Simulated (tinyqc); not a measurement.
Bandgap voltage reference from two bipolar transistors: one step of the calculation.

Two transistors of area 1 and N carry the same current I. Is(T) = Is (T/T0)^eta exp[(Vg0 q/kB)(1/T0 - 1/T)], VBE1 = Vt ln(I/Is(T)) + I rb, VBE2 = Vt ln(I/(N Is(T))) + I rb/N. The amplifier forces I R1(T) = VBE1 - VBE2 + Vos, with R(T) = R (1 + tc (T - T0)) for both resistors, and the output is Vref = VBE1 + I R2(T). Base currents and the Early effect are neglected.

Task. Operating point at another temperature. Vt = kB T/q; I = (Vt ln N + Vos)/(R1(T) - rb (1 - 1/N)).

Values chosen for this exercise; values of the order met in silicon bipolar transistors:
```
symbol,value,unit,meaning
T0,300,K,reference temperature
Vg0,1.171,V,band-gap voltage extrapolated to 0 K
eta,3.2,,temperature exponent of the saturation current
Is,1.7e-18,A,saturation current of the unit transistor at T0
N,8,,area ratio of the second transistor
R1,2.1,kohm,"resistor across which the difference of VBE falls, at T0"
tc,0,ppm/K,temperature coefficient of both resistors
Vos,1.5,mV,offset of the amplifier
rb,12,ohm,series resistance of the unit transistor
R2,16.96,kohm,output resistor at T0
T,398,K,temperature
```

Constants: q = 1.602176634e-19 C, kB = 1.380649e-23 J/K. Results are converted to the units shown.

Give: Vt; I; Is(T); VBE1; I R2; Vref.

Result.

Vt = 0.034297 V
I = 34.850 uA
Is(T) = 2.9318e-13 A
VBE1 = 0.63812 V
I R2 = 0.59105 V
Vref = 1.2292 V

From T0 to T, VBE1 changes by -147 mV and I R2 by 143 mV, which leaves -4.93 mV in Vref.

tinyqc, about 0.02 s, one thread, Intel Xeon 2.30GHz (shared host): `OMP_NUM_THREADS=1 python tinyqc.py 2062112 2062113 out.jsonl`
